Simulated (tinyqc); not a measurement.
# Two coupled magnetic layers: synthetic antiferromagnet, spin flop, exchange bias and magnetoresistance, step by step

A worked calculation. Computed by tinyqc, a small Python program that keeps every step. Command: `OMP_NUM_THREADS=1 python tinyqc.py 3001868 3001869 out.jsonl saf walk`. One thread of a shared host (Intel(R) Xeon(R) Processor @ 2.30GHz), about 0.4 s of CPU time with the checks. Intermediate numbers are printed to about 7 digits and carried at full precision; extremes and crossings named in words are read from the listed rows.

Moments lie in the plane at the angles p1, p2 from the field. Energy per area: E = J1 cos(p1 - p2) + J2 cos^2(p1 - p2) - B M_s (t1 cos p1 + t2 cos p2) + K (t1 sin^2 p1 + t2 sin^2 p2).

Inputs (values chosen for the exercise, for a model stack): saturation magnetisation M_s = 1250 kA/m; thickness t1 = 3.1 nm; thickness t2 = 3.1 nm; antiferromagnetic coupling J1 = 0.061 mJ/m^2; biquadratic coupling J2 = 0 mJ/m^2; in-plane anisotropy K = 1.6 kJ/m^3; field over the saturation field = 0.16; spin polarisation P1 = 0.54; spin polarisation P2 = 0.41; resistance-area product, parallel = 7.4 ohm micrometre^2; exchange-bias energy J_ex = 0.4 mJ/m^2.

Field direction: along the easy axis.

## Saturation field

The parallel state is stable while the Hessian at p1 = p2 = 0 is positive: with c = J1 + 2 J2 and u = B M_s + 2K, (u t1 - c)(u t2 - c) > c^2, so B_sat M_s = c (1/t1 + 1/t2) - 2K. B_K = 2K/M_s.

exchange field c (1/t1 + 1/t2)/M_s = 31.48387 mT

B_K = 2.56 mT

saturation field B_sat = 28.92387 mT

applied field B = 4.627819 mT

## Limit of the antiparallel state

With p1 = 0, p2 = 180 degrees and c2 = J1 - 2 J2 the Hessian is [[c2 + t1 (2K + b), -c2], [-c2, c2 + t2 (2K - b)]], b = B M_s; its determinant vanishes at the positive root of t1 t2 b^2 - c2 (t1 - t2) b - [2K c2 (t1 + t2) + 4 K^2 t1 t2] = 0.

stability limit B_sf of the antiparallel state = 9.335540 mT

For equal layers this is sqrt(B_K (B_K + B_c)) with B_c = c2 (1/t1 + 1/t2)/M_s, nearly the geometric mean of anisotropy and coupling fields: 3.6 B_K. The flopped state becomes the lower one slightly earlier, so the spin flop is hysteretic.

## Equilibrium at the field B

The lowest minimum of E over both angles (from five starts; of two mirror images the one with p1 >= 0, and for equal layers |p1| <= |p2|).

p1 = 0 degrees

p2 = -180.0000 degrees

m/m_sat along B = 0

energy = -0.061 mJ/m^2

The moments are still collinear and antiparallel.

## Tunnel magnetoresistance against a free layer along B

Julliere: TMR = 2 P1 P2/(1 - P1 P2). Conductance G(theta) = G0 (1 + P1 P2 cos theta), so RA(theta) = RA_P (1 + P1 P2)/(1 + P1 P2 cos theta); theta = p2 for the layer next to the barrier.

TMR = 56.87131 %

RA, antiparallel = 11.60848 ohm micrometre^2

RA at this field = 11.60848 ohm micrometre^2

## Pinning of a single layer

A layer t1 on an antiferromagnet is shifted by B_ex = J_ex/(M_s t1).

bias field, single layer = 103.2258 mT

## Magnetisation curve

The formulas are those given above.

Equilibrium states:
```
B/B_sat    B (mT)  p1 (degrees)  p2 (degrees)   m/m_sat
0.02      0.57848       0.00000     -180.0000  0.000000
0.06      1.73543       0.00000     -180.0000  0.000000
0.12      3.47086       0.00000     -180.0000  0.000000
0.20      5.78477       0.00000     -180.0000  0.000000
0.30      8.67716      72.54240      -72.5424  0.300000
0.45     13.01574      63.25631      -63.2563  0.450000
0.60     17.35432      53.13010      -53.1301  0.600000
0.80     23.13910      36.86990      -36.8699  0.800000
0.95     27.47768      18.19487      -18.1949  0.950000
1.10     31.81626       0.00000        0.0000  1.000000
```

The collinear state is the lowest in 4 row(s), with m/m_sat = (t1 - t2)/(t1 + t2) = 0.000; then the moments are canted and close at B_sat. The largest gap between m/m_sat and B/B_sat in the canted rows is 0.000.

Checks made by the program: the energy against a grid over both angles (relative difference below 1e-10).
